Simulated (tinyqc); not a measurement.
Signal and retention of a DRAM cell: effect of temperature.

A stored one starts at Vd and leaks: Cs dV/dt = -I(V), I = a sqrt((V + Vb)/(Vd + Vb)) + b, with a = Ig exp[-(Eg1 q/kB)(1/T - 1/T0)] (generation in a depletion layer) and b = Is exp[-(Es q/kB)(1/T - 1/T0)]. The bit line is precharged to Vd/2, and charge sharing gives the signal (V - Vd/2) Cs/(Cs + Cb).

The cell fails below Vc = Vd/2 + dm (Cs + Cb)/Cs. With s = sqrt((Vc + Vb)/(Vd + Vb)), the time from Vd to Vc is t = [2 Cs (Vd + Vb)/a] [1 - s - (b/a) ln((a + b)/(a s + b))]. This time is the median of a log-normal spread: failing cells = Nc erfc(z/sqrt 2)/2, z = ln(t/tr)/sg.

Parameters, values chosen for the exercise:
- Vd = 1.4 V (array voltage)
- Cs = 25 fF (cell capacitance)
- Cb = 85 fF (bit-line capacitance)
- dm = 48 mV (smallest signal that the sense amplifier resolves)
- Vb = 1.34 V (built-in plus back-bias voltage of the storage junction)
- Ig = 7.5 fA (junction leakage at V = Vd and T0)
- Is = 0.063 fA (voltage-independent leakage at the reference temperature0)
- Es = 0.42 eV (activation energy of Is)
- T0 = 358 K (reference temperature)
- sg = 0.59 (deviation of ln(retention time) over the cells)
- Nc = 1.72e10 (cells)
- tr = 64 ms (refresh interval)
- Eg1 = 0.51 eV (activation energy of Ig)

Constants: q = 1.602176634e-19 C, kB = 1.380649e-23 J/K. Results are converted to the units shown.

Results:
```
T (K)   a (fA)     b (fA)  retention time (s)  failing cells
298    0.26885  0.0040634              46.939     4.2678e-19
338     2.8199   0.028150              4.4990      0.0048822
358     7.5000   0.063000              1.6944         241.71
368     11.753   0.091203              1.0819          14160
378     17.986    0.12947             0.70742       4.0008e5
398     39.503    0.24750             0.32241       5.2745e7
```

Estimate the missing row, T = 318 K.

Computed row:
```
T (K)   a (fA)    b (fA)  retention time (s)  failing cells
318    0.93750  0.011366              13.503      1.0163e-9
```

With this row back in the table: The retention time falls from 46.9 to 0.322 s, halving every 17.6 K at the hot end. Its apparent activation energy goes from 0.509 to 0.509 eV, between Es = 0.42 and Eg1 = 0.51 eV, as the share of a in the leakage grows from 98.5 to 99.4 %.

Range of the model: Real arrays also hold a tail of unusually leaky cells and cells whose retention varies in time, which this model lacks.

Program tinyqc, `OMP_NUM_THREADS=1 python tinyqc.py 2130010 2130011 out.jsonl`; Intel Xeon 2.30GHz, shared host, one thread, about 0.01 s.
